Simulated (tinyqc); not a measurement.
Inside a calculation. Model: resistance of a source-drain extension with a graded tip.

Computed by the program tinyqc: `OMP_NUM_THREADS=1 python tinyqc.py 2282101 2282102 out.jsonl`, one thread of a shared Intel Xeon 2.30GHz, about 0.03 s for the whole run. Printed values are rounded.

y runs along the channel, the gate covers y > 0. The doping is N0 for y < y0 and N0 10^(-(y - y0)/la) beyond, uniform over the depth xj. Sheet conductance s(y) = q mu(N) max(N - Nch, 0) xj + (for y > 0) ma Cox Vo, with mu(N) = u0 + (u1 - u0)/(1 + (N/Nr)^au) and Cox = eps0 eox/tox. Current is taken as one-dimensional; depletion of the tip, spreading and the contact are left out. The metallurgical junction lies at yj, where N = Nch.

Values chosen for this exercise; mobility law close to that of electrons in silicon:
```
symbol,value,unit,meaning
eox,21.4,,relative permittivity of the gate insulator (close to hafnium oxide)
tox,4.2,nm,insulator thickness
N0,8.3e19,cm^-3,active doping of the extension far from the gate
la,2.3,nm/decade,lateral abruptness
y0,-0.6,nm,position under the gate where the fall begins (gate edge at 0)
xj,8,nm,depth of the extension
Nch,1.1e18,cm^-3,channel doping
Vo,0.48,V,gate overdrive
ma,110,cm^2/(V s),mobility of the gate-induced layer
u1,1414,cm^2/(V s),mobility at low doping
u0,68.5,cm^2/(V s),mobility at high doping
Nr,9.2e16,cm^-3,reference doping
au,0.711,,exponent
Lg,50,nm,gate length
```

Constants: q = 1.602176634e-19 C, eps0 = 8.8541878128e-14 F/cm where lengths are in cm. Results are converted to the units shown.

## Sheet resistances and junction position

yj = y0 + la log10(N0/Nch); sheet resistance of the full extension 1/[q mu(N0)(N0 - Nch) xj] and of the gate-induced layer 1/(ma Cox Vo); metallurgical length Lg - 2 yj; ye is where the doped and the gate-induced conductances are equal.

yj = 3.71868 nm
sheet resistance of the extension = 1204.71 ohm/square
sheet resistance of the induced layer = 4198.10 ohm/square
metallurgical length = 42.5626 nm
ye = 0.807869 nm
N at ye = 2.02750e19 cm^-3

The gate takes over 2.91 nm before the junction, where N is still 18.4 times the channel doping.

## Resistance of the overlapped part

Midpoint rule on 12 equal steps from 0 to yj: R_ov = sum h/s(y), per width.

| point | y (nm) | N (cm^-3) | doped conductance (uS) | sheet resistance (ohm/square) |
|---|---|---|---|---|
| 0 | 0.154945 | 3.89799e19 | 419.963 | 1519.37 |
| 1 | 0.464835 | 2.85829e19 | 320.080 | 1791.21 |
| 2 | 0.774724 | 2.09591e19 | 245.049 | 2069.32 |
| 3 | 1.08461 | 1.53687e19 | 188.281 | 2344.76 |
| 4 | 1.39450 | 1.12694e19 | 144.920 | 2610.13 |
| 5 | 1.70439 | 8.26357e18 | 111.377 | 2860.58 |
| 6 | 2.01428 | 6.05945e18 | 84.9902 | 3094.13 |
| 7 | 2.32417 | 4.44323e18 | 63.7767 | 3311.48 |
| 8 | 2.63406 | 3.25810e18 | 46.2505 | 3515.51 |
| 9 | 2.94395 | 2.38907e18 | 31.2896 | 3710.68 |
| 10 | 3.25384 | 1.75184e18 | 18.0414 | 3902.53 |
| 11 | 3.56373 | 1.28458e18 | 5.85497 | 4097.39 |

R_ov = 10.793 ohm um

The exact integral is 10.792 ohm um; the coarse sum is within 0.01 % of it.
